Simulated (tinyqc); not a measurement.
Changing the layer width W: avalanche multiplication and breakdown of a junction from ionisation integrals. Computed by tinyqc, a small Python program. Command: `OMP_NUM_THREADS=1 python tinyqc.py 3030195 3030196 out.jsonl impact sweep`. One thread of a shared host (Intel(R) Xeon(R) Processor @ 2.30GHz), about 0.03 s of CPU time with the checks.

Ionisation coefficients follow the local field. Position x runs through the depletion layer from the p side (x = 0), where electrons enter, to the n side (x = w), where holes enter. The built-in voltage is neglected.

Inputs (values chosen for the exercise, modelled on InP): electron prefactor a_n = 5.11e+06 1/cm; electron field b_n = 3.14e+06 V/cm; hole prefactor a_p = 2.02e+06 1/cm; hole field b_p = 2.3e+06 V/cm; exponent c = 1; permittivity eps = 12.5; bias as a fraction of the breakdown voltage = 0.85.

Junction: p-i-n with uniform field.

Constants: e = 1.602176634e-19 C; eps_0 = 8.8541878128e-12 F/m.

Method:
- alpha_n = a_n exp(-(b_n/F)^c), alpha_p = a_p exp(-(b_p/F)^c).
- Uniform field F = F_m, w = W, V = F_m W.
- With Phi(x) = int_0^x (alpha_n - alpha_p) dx': 1 - 1/M_n = I_n = int_0^w alpha_n exp(-Phi) dx and M_p = M_n exp(-Phi(w)); trapezoid rule on 401 even points; breakdown at I_n = 1.
- Solve I_n(F_m) = 1.
- Bias V = fraction times the breakdown voltage.
- M_n = 1/(1 - I_n), M_p = M_n exp(-Phi(w)); McIntyre excess noise for the carrier with the larger M, F_x = k M + (1 - k)(2 - 1/M), with k = (smaller M - 1)/(larger M - 1).

One run for each value:
```
layer width W (micrometre)  breakdown voltage (V)  critical field F_m (MV/cm)  ratio k = alpha_p/alpha_n     M_n
0.22                                        14.03                     0.63783                     1.4753  1.6647
0.75                                        37.03                     0.49370                     2.1670  1.3650
1.40                                        61.94                     0.44244                     2.6392  1.2727
2.60                                       104.25                     0.40095                     3.2121  1.2052
4.80                                       176.03                     0.36672                     3.9059  1.1553
9.00                                       303.37                     0.33707                     4.7776  1.1167
17.00                                      529.51                     0.31147                     5.8635  1.0875
31.00                                      900.66                     0.29054                     7.1214  1.0665
```

Give the missing row, layer width W (micrometre) = 0.40.

Computed row:
```
layer width W (micrometre)  breakdown voltage (V)  critical field F_m (MV/cm)  ratio k = alpha_p/alpha_n     M_n
0.40                                        22.34                     0.55854                     1.7786  1.4934
```

Interpolating between the two neighbouring rows (the first column on a logarithmic scale, the others too where they are positive) misses most in M_n, by 1.2 %. Over the rows, breakdown voltage (V) rises from 14.0 to 901 (exponent d ln y / d ln x 0.78 between the first rows and 0.88 between the last); critical field F_m (MV/cm) falls from 0.638 to 0.291 (exponent d ln y / d ln x -0.22 between the first rows and -0.12 between the last); ratio k = alpha_p/alpha_n rises from 1.48 to 7.12 (exponent d ln y / d ln x about 0.32 throughout). At the high end the exponent of breakdown voltage is 0.88, close to 0.86: the W^(6/7) rule of p-i-n diodes.

Caution (rows 0.220): in a layer this thin the dead space before a carrier can ionise, and tunnelling, make the local model unreliable.
